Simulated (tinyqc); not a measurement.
What each parameter does: band gaps under pressure and temperature from deformation potentials.

Murnaghan: V/V0 = (1 + Bp P/B0)^(-1/Bp), B0 = (C11 + 2 C12)/3. Each gap moves by a ln(V/V0) with its volume potential a, and falls with temperature by aV T^2/(T + bV) (Varshni); the two effects are added. No change of phase is considered.

Parameters, chosen for this exercise (near those of GaSb, the X and L potentials typical of such crystals; not measured data): Eg = 0.808 eV (gap at Gamma to the s-like level at 0 K, 0 GPa); EgX = 1.139 eV (gap to X at 0 K, 0 GPa); EgL = 0.879 eV (gap to L at 0 K, 0 GPa); C11 = 89.9 GPa; C12 = 40 GPa; Bp = 4.55 (pressure derivative of the bulk modulus); aG = -8.23 eV (volume potential of the Gamma gap); aX = 1.68 eV (volume potential of the X gap); aL = -3.23 eV (volume potential of the L gap); aV = (0.407, 0.484, 0.597) meV/K (Varshni alpha of Gamma, X, L); bV = (138, 98, 135) K (Varshni beta of Gamma, X, L); P = 4.1 GPa (pressure); T = 0 K (temperature).

Gaps at P and T.

Results for these values:
```
case  Gamma (eV)  X (eV)  L (eV)
base      1.3230  1.0339  1.0811
```

What happens to each result for aG = -9.053 eV, all else kept?

Answer: Gamma rises from 1.3230 to 1.3745; X does not change at the printed digits; L does not change at the printed digits.

The same for each parameter in turn:
```
case             Gamma (eV)  X (eV)  L (eV)
base                 1.3230  1.0339  1.0811
T = 50 K             1.3176  1.0257  1.0731
C11 = 98.89 GPa      1.3003  1.0385  1.0722
C12 = 44 GPa         1.3027  1.0380  1.0732
Bp = 5.005           1.3164  1.0352  1.0785
aG = -9.053 eV       1.3745  1.0339  1.0811
aX = 1.512 eV        1.3230  1.0444  1.0811
aL = -3.553 eV       1.3230  1.0339  1.1013
P = 3.69 GPa         1.2776  1.0431  1.0633
```

Program tinyqc; command `OMP_NUM_THREADS=1 python tinyqc.py 1080875 1080876 out.jsonl`; about 0.01 s on one thread of a shared Intel(R) Xeon(R) Processor @ 2.30GHz.
